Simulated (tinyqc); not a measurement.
# Capacitances against the distance to each plane

Endless row of lines of width wl, height tl and space sl between grounded planes at distance hd; e2 fills the gaps beside the lines, e1 the rest. Laplace's equation is solved on meshes of 3, 6 and 12 steps per unit u and extrapolated (Aitken), which is good to about 0.2 %. C_even (all lines at 1 V) is the capacitance Cg to the planes; C_odd (neighbours in antiphase) = Cg + 4 Cc if only nearest neighbours couple, which defines Cc; total with quiet neighbours Cg + 2 Cc. Plate values 2 eps0 e1 wl/hd and eps0 e2 tl/sl.

Parameters, values chosen for the exercise:
- e1 = 3.9 (relative permittivity above and below the lines)
- e2 = 1 (relative permittivity between the lines)
- wl = 4 u (line width, in units u)
- tl = 8 u (line height)
- sl = 8 u (space between lines)

Constants: eps0 = 8.8541878128e-12 F/m. Results are converted to the units shown.

The same in every row: plate Cc (aF/um) = 8.85.

Results:
```
hd (u),Cg (aF/um),Cc (aF/um),Cg + 2 Cc (aF/um),C_odd (aF/um),plate Cg (aF/um),"share of coupling, 2 Cc/(Cg + 2 Cc) (%)"
2,232,3.69,239,246,138,3.09
3,175,5.56,186,197,92.1,5.98
4,143,7.85,159,174,69.1,9.90
5,122,10.2,142,162,55.3,14.4
6,106,12.5,131,156,46.0,19.1
10,70.1,19.5,109,148,27.6,35.8
```

Estimate the missing row, hd = 8 u.

Computed row:
```
hd (u),Cg (aF/um),Cc (aF/um),Cg + 2 Cc (aF/um),C_odd (aF/um),plate Cg (aF/um),"share of coupling, 2 Cc/(Cg + 2 Cc) (%)"
8,84.3,16.4,117,150,34.5,28.1
```

With this row back in the table: As hd goes from 2 to 10, Cg falls from 232 to 70.1 aF/um, Cc rises from 3.69 to 19.5 aF/um and the share of coupling rises from 3.09 to 35.8 %. Cg is 1.68 times its plate value in the first row and 2.54 times in the last; for Cc the ratios are 0.417 and 2.20. Neighbours in antiphase raise the load by a factor of 1.03 and 1.36 over quiet ones. For hd = 10 the planes are farther than 0.8 of the pitch, so second neighbours couple too and Cg + 2 Cc understates the quiet load by a per cent or more.

Numbers from tinyqc (`OMP_NUM_THREADS=1 python tinyqc.py 2790107 2790108 out.jsonl`; about 0.8 s on one thread of a shared Intel Xeon 2.30GHz).
